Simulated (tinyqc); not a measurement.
Worked calculation: free-carrier optics of a doped semiconductor (Drude model). Values are carried at full precision from step to step, so a last printed digit may differ when a step is redone from the rounded ones.

eps(E) = ei [1 - Ep^2/(E^2 + i E Gam)], with Ep^2 = 8 pi c (e^2/(4 pi eps0)) N/(m ei), c = hbar^2/2m0, N in 1/angstrom^3 (1e-24 per 1/cm^3); Gam = hbar/tau, tau = mu m m0/e with m0/e = 5.685630e-12 kg/C and mu in m^2/(V s). Energies in meV.

Constants: hbar^2/2m0 = 3.80998211 eV angstrom^2; e^2/(4 pi eps0) = 14.39964547 eV angstrom; hbar = 6.58211957e-16 eV s; hbar c = 1973.269805 eV angstrom.

Inputs chosen for the exercise (mass and dielectric values near those of Si; N and mu are free inputs; interband absorption and the rise of the mass with filling are left out; the results hold for these values, not for the real material):
- N = 1.5e+18 1/cm^3 (carrier density)
- m = 0.277 m0 (conductivity mass)
- mu = 150 cm^2/(V s) (mobility)
- ei = 11.48 (high-frequency dielectric constant)
- E = 67.7 meV (photon energy)

## Plasma energy and damping

Evaluate Ep, tau, Gam, the plasma wavelength hc/Ep (hc = 1239.841984 eV nm) and the dc resistivity 1/(e N mu), e = 1.602176634e-19 C.

Ep = 25.50 meV
tau = 23.62 fs
Gam = 27.86 meV
plasma wavelength = 48.62 micrometre
rho = 0.0277 ohm cm

Ep/Gam = 0.92: the free-carrier part of eps1 has no zero; the plasma mode is heavily damped.

## Dielectric function at one energy

Insert the numbers.

free-carrier term = -1.3931+0.5734i
eps = 10.0869+0.5734i

## Optical constants

n + i k = sqrt(eps1 + i eps2) with k >= 0; R = ((n - 1)^2 + k^2)/((n + 1)^2 + k^2) at normal incidence from vacuum; alpha = 2 E k/(hbar c), times 1e8 for 1/cm; loss function Im(-1/eps) = eps2/(eps1^2 + eps2^2).

Convert eps at the photon energy E (in meV) into the optical constants.

n = 3.1773
k = 0.0902
R = 0.2720
alpha = 619 1/cm

Light of this energy penetrates 1/alpha = 16.2 micrometre.

## Checks

- Integral of E eps2 of the free-carrier term against (pi/2) ei Ep^2 (meV^2): both 11729.

Run: tinyqc, `OMP_NUM_THREADS=1 python tinyqc.py 1652107 1652108 out.jsonl`; Intel(R) Xeon(R) Processor @ 2.30GHz, one thread, shared host; about 0.01 s of CPU time with all checks.
